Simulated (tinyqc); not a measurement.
Worked calculation: coupled-perturbed Hartree-Fock on RHF in the sto-3g basis, for B+, spin multiplicity 1. One step of it, computed by the program tinyqc.

Question. Coupled step 1. U_ai = -(mu_ai + sum_bj [4 (ai|bj) - (ab|ij) - (aj|bi)] U_bj) / (e_a - e_i); alpha = -4 sum U_ai mu_ai.

uncoupled U:
```
           i1         i2
a3   0.000000   0.000000
a4   0.000000   0.000000
a5  -0.014778  -1.495393
```

dipole integrals <a|z|i> (bohr):
```
          i1        i2
a3  0.000000  0.000000
a4  0.000000  0.000000
a5  0.115057  0.970112
```

orbital energies (hartree): MO1 -7.986287, MO2 -0.849252, MO3 -0.200518, MO4 -0.200518, MO5 -0.200518

Two-electron integrals over orbitals (pq|rs), unique and non-zero (hartree):
```
(11|11) 2.897294    (21|11) -0.324303   (21|21) 0.057850    (22|11) 0.742479
(22|21) -0.018490   (22|22) 0.525885    (31|31) 0.021414    (32|31) 0.027489
(32|32) 0.112771    (33|11) 0.742089    (33|21) -0.011529   (33|22) 0.533524
(33|33) 0.586773    (41|41) 0.021414    (42|41) 0.027489    (42|42) 0.112771
(43|43) 0.031630    (44|11) 0.742089    (44|21) -0.011529   (44|22) 0.533524
(44|33) 0.523513    (44|44) 0.586773    (51|51) 0.021414    (52|51) 0.027489
(52|52) 0.112771    (53|53) 0.031630    (54|54) 0.031630    (55|11) 0.742089
(55|21) -0.011529   (55|22) 0.533524    (55|33) 0.523513    (55|44) 0.523513
(55|55) 0.586773
```

Give: U after step 1; polarisability.

Answer.

U after step 1:
```
        i1       i2
a3  0.0000   0.0000
a4  0.0000   0.0000
a5  0.0020  -1.9432
```

polarisability = 7.5397 bohr^3
